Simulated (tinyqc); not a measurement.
Transmission spectrum against simple models: phonon transmission through an interface between two chains by Green functions. Computed by tinyqc, a small Python program. Command: `OMP_NUM_THREADS=1 python tinyqc.py 3004202 3004203 out.jsonl agf walk`. One thread of a shared host (Intel(R) Xeon(R) Processor @ 2.30GHz), about 0.01 s of CPU time with the checks.

Two semi-infinite chains (masses m_1, m_2; springs k_1, k_2), motion along the chain. The central region holds the end atom of each chain and two interlayer atoms of mass m_b, joined by springs k_b. lambda = omega^2 in eV/(angstrom^2 u); nu = 15.6333042 THz x sqrt(lambda).

Inputs (values chosen for the exercise, for two model chains):

| quantity | value | unit |
|---|---|---|
| mass m_1 | 14 | u |
| spring k_1 | 6.94 | eV/angstrom^2 |
| mass m_2 | 14.3 | u |
| spring k_2 | 9.58 | eV/angstrom^2 |
| junction spring k_b | 11.2 | eV/angstrom^2 |
| interlayer mass m_b | 19 | u |
| probe frequency / lower band top | 0.72 | - |

Atoms in the interlayer: two.

Constants: nu for 1 eV/(angstrom^2 u) = 15.6333042 THz.

Method:
- nu_max = 15.6333042 THz x 2 sqrt(k/m); impedance Z = sqrt(k m); long-wave transmission 4 Z_1 Z_2/(Z_1 + Z_2)^2; the probe frequency is the given share of the lower band top.
- In chain i, sin(q_i a/2) = nu/nu_max,i. An outgoing wave makes the next atom move as exp(i q_i a) times the end atom, so the lead adds the self-energy Sigma_i = -k_i exp(i q_i a) to the force-constant matrix; Gamma_i = -2 Im Sigma_i = 2 k_i sin(q_i a).
- A = lambda M - K - Sigma over the central atoms, with K_ii the sum of the springs at i, K_(i,i+1) = -k_b; G = inverse of A; transmission = Gamma_1 Gamma_2 |G_(first,last)|^2.
- Long-wave value 4 Z_1 Z_2/(Z_1 + Z_2)^2. Continuum estimate, with omega = sqrt(lambda): a slab of impedance Z_b = sqrt(k_b m_b) and phase p = omega x (number of interlayer atoms) x sqrt(m_b/k_b), tau = 4 Z_1 Z_2/[(Z_1 + Z_2)^2 cos^2 p + (Z_b + Z_1 Z_2/Z_b)^2 sin^2 p].

band top of chain 1 = 22.0139 THz

band top of chain 2 = 25.5915 THz

long-wave transmission = 0.992658

Z_1 = 9.85698 sqrt(eV u)/angstrom

Z_2 = 11.7044 sqrt(eV u)/angstrom

Transmission:

| nu/nu_top | nu (THz) | Green function | long-wave value | continuum estimate |
|---|---|---|---|---|
| 0.05 | 1.101 | 0.98842 | 0.99266 | 0.98974 |
| 0.15 | 3.302 | 0.95940 | 0.99266 | 0.96918 |
| 0.25 | 5.503 | 0.92222 | 0.99266 | 0.94016 |
| 0.35 | 7.705 | 0.90145 | 0.99266 | 0.91784 |
| 0.45 | 9.906 | 0.91205 | 0.99266 | 0.91233 |
| 0.55 | 12.108 | 0.95172 | 0.99266 | 0.92592 |
| 0.65 | 14.309 | 0.98580 | 0.99266 | 0.95281 |
| 0.75 | 16.510 | 0.94339 | 0.99266 | 0.98007 |
| 0.85 | 18.712 | 0.79675 | 0.99266 | 0.99261 |
| 0.92 | 20.253 | 0.66840 | 0.99266 | 0.98799 |
| 0.98 | 21.574 | 0.49940 | 0.99266 | 0.97608 |

What follows from these numbers?

The transmission starts at the impedance value 0.993 and vanishes at the lower band top, 22.01 THz, above which chain 1 has no states. It keeps more than half of that value over all rows. The continuum estimate is within 0.05 up to nu/nu_top = 0.75; it leaves out dispersion, and it puts the faces of the slab half a spring from its outer atoms.
